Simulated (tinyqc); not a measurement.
Which input was changed? Model: solubility, supersaturation, precipitation and gettering of an impurity in a silicon-like host. Computed by tinyqc, a small Python program. Command: `OMP_NUM_THREADS=1 python tinyqc.py 3030776 3030777 out.jsonl ripen which`. One thread of a shared host (Intel(R) Xeon(R) Processor @ 2.30GHz), about 0.04 s of CPU time with the checks.

The wafer was saturated at T1 and is then held at T.

Inputs (values chosen for the exercise, modelled on chromium in silicon):
```
quantity                                   value        unit
site density N0                            5e+22      1/cm^3
enthalpy of solution H                      2.71          eV
entropy of solution S                        4.6         k_B
diffusion prefactor D0                   0.00058      cm^2/s
migration energy Q                         0.804          eV
temperature of saturation T1                1275           K
anneal temperature T                         945           K
sink density n                             5e+10      1/cm^3
initial sink radius r0                       4.1          nm
impurity density in the precipitate C_p  3.7e+22      1/cm^3
interface energy gamma                      0.76       J/m^2
anneal time t                                 55           s
wafer thickness w                            775  micrometre
```

Gettering: relaxation gettering at sinks.

Constants: k_B = 8.617333262e-05 eV/K; k_B = 1.380649e-23 J/K.

Method:
- C_eq(T) = N0 exp(S/k_B - H/(k_B T)); D(T) = D0 exp(-Q/(k_B T)); C0 = C_eq(T1). Supersaturation s = C0/C_eq(T); critical radius r* = 2 gamma/(C_p k_B T ln s); barrier W* = (4 pi/3) gamma r*^2. Strain energy is left out.
- tau0 = 1/(4 pi n r0 D); C_fixed(t) = C_eq + (C0 - C_eq) exp(-t/tau0). If all excess precipitates, the final radius is r_f = [r0^3 + 3 (C0 - C_eq)/(4 pi n C_p)]^(1/3), with tau_f = 1/(4 pi n r_f D).
- Near a surface held at C_eq(T) the excess decays by out-diffusion over sqrt(D t) and by capture over L_s = sqrt(D tau_f) = (4 pi n r_f)^(-1/2); the shorter length sets the depth from which the surface draws.

Question. One of these inputs alone was changed, within the range given: diffusion prefactor D0 (0.00029 to 0.00116); initial sink radius r0 (2.05 to 8.2); impurity density in the precipitate C_p (1.85e+22 to 7.4e+22); wafer thickness w (387.5 to 1550). Which one, and to what value?

Results:
```
run     tau_f (s)  final radius r_f (nm)  capture length L_s (micrometre)
before   122.8483               4.333455                         19.16430
after    138.7819               3.835929                         20.36924
```

Answer.

Each candidate set to reproduce tau_f, and what it then gives:
```
candidate                                              range searched  value needed  final radius r_f (nm)  capture length L_s (micrometre)
diffusion prefactor D0 (cm^2/s)                    0.00029 to 0.00116      5.134e-4                 4.3335                           19.164
initial sink radius r0 (nm)                               2.05 to 8.2         3.530                 3.8359                           20.369
impurity density in the precipitate C_p (1/cm^3)  1.85e+22 to 7.4e+22  out of reach                      -                                -
wafer thickness w (micrometre)                          387.5 to 1550     no effect                      -                                -
```

Only initial sink radius r0 fits every result: it went from 4.1 to 3.53 nm. The next best candidate, diffusion prefactor D0, misses one result by 13 %.

Caution: the barrier to homogeneous nucleation is below 35 k_B T for these inputs, so new precipitates would form and outnumber the fixed sinks assumed here.
